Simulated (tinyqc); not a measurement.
## FinFET, parasitic resistance, capacitance and delay: effect of the fin pitch

Nf fins under one contact; each has gated perimeter p = 2 Hf + Wf and cross-section A = Hf Wf; contact width Wc = Nf pf, stack height Hs = Hf. Contact length Lc = CPP - Lg - 2 Lsp, shared by two neighbouring gates. Source and drain sides are equal. The formulas are first-order estimates, not field solutions.

Epitaxy sheet resistance Rsh = re/te, transfer length LT = sqrt(rc/Rsh), contact Rc = [sqrt(rc Rsh)/Wc] coth(Lc/(2 LT)); extension of one fin Rx = rx Lsp/A. With N fins: gate Cg = Cinv p N Lg; per side, plate Cp = ks eps0 [Wc (Hs + Hc) - N A]/Lsp, top fringe Cf = (2/pi) ks eps0 Wc ln(1 + Lg/(2 Lsp)), overlap Co = Cinv p N Lov. One fin: I = p Q vx u/(1 + |u|^1.8)^(1/1.8), Q = Cinv n Vt ln(1 + exp((Vg' - VT + dl Vd')/(n Vt))), u = Vd' mu/(vx Lg), Vg' = Vgs - v, Vd' = Vds - 2 v, with the drop on each side v = Rc (sum of I) + Rx I. Ieff = [I(Vgs = Vdd, Vds = Vdd/2) + I(Vdd/2, Vdd)]/2, total currents. With Cs = Cp + Cf + Co, the load of an inverter of two such devices driving an equal one is CL = 2 (Cg + 2 Cs) + 4 Cs + Cw (own drains counted twice for the Miller effect); delay CL Vdd/(2 Ieff).

Inputs (values chosen for the exercise); values close to those of silicon logic devices:
- T = 300 K (temperature)
- Nf = 4 (number of fins)
- Hf = 55 nm (fin height)
- Wf = 6 nm (fin width)
- CPP = 42 nm (contacted gate pitch)
- Lg = 18 nm (gate length)
- Lsp = 5 nm (spacer length)
- ks = 7 (relative permittivity of the spacer)
- Hc = 15 nm (gate height above the channel stack)
- rc = 5.2e-10 ohm cm^2 (contact resistivity)
- re = 0.00032 ohm cm (resistivity of the source-drain epitaxy)
- te = 30 nm (current-carrying depth of the epitaxy)
- rx = 0.00067 ohm cm (resistivity of the extension)
- Lov = 2 nm (gate overlap)
- Cinv = 2.6 uF/cm^2 (inversion capacitance)
- vx = 1.1e7 cm/s (injection velocity)
- mu = 270 cm^2/(V s) (apparent mobility)
- VT = 0.19 V (threshold at zero drain voltage)
- dl = 0.078 V/V (barrier lowering)
- n = 1.17 (subthreshold factor)
- Cw = 0.15 fF (wire load)
- Vdd = 0.6 V (supply voltage)

Constants: q = 1.602176634e-19 C, kB = 1.380649e-23 J/K, eps0 = 8.8541878128e-12 F/m, Vt = kB T/q. Results are converted to the units shown.

The same in every row: Rx/N (ohm) = 25.38.

Results:
```
pf (nm),Rc (ohm),Ieff (uA),CL (aF),delay (ps)
18,106.6,306.1,1170,1.146
26,73.81,322.3,1402,1.305
30,63.97,327.3,1518,1.392
36,53.30,332.9,1693,1.525
44,43.61,338.1,1925,1.708
```

Estimate the missing row, pf = 22 nm.

Computed row:
```
pf (nm),Rc (ohm),Ieff (uA),CL (aF),delay (ps)
22,87.23,315.6,1286,1.223
```

With this row back in the table: As pf goes from 18 to 44 nm, Ieff rises from 306 to 338 uA, CL rises from 1170 to 1930 aF and the delay rises from 1.15 to 1.71 ps.

tinyqc, about 0.04 s, one thread, Intel Xeon 2.30GHz (shared host): `OMP_NUM_THREADS=1 python tinyqc.py 2170054 2170055 out.jsonl`
